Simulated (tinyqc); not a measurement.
# Diffusion length from constant photovoltage

Problem. In a thick sample with a thin depletion layer the excess density at its edge goes as flux/(1/alpha + L), so the flux needed for a fixed surface photovoltage is proportional to 1/alpha + L. Find L.

photon flux for the same photovoltage at absorption coefficients 110 and 700 1/cm (relative units): [157.90909, 81.285714]

Solution. The line of flux against 1/alpha meets zero at -L.

slope against 1/alpha = 1.00 1/um
L = 67.0 um

Numbers from tinyqc (`OMP_NUM_THREADS=1 python tinyqc.py 2430174 2430175 out.jsonl`; about 0.01 s on one thread of a shared Intel Xeon 2.30GHz).
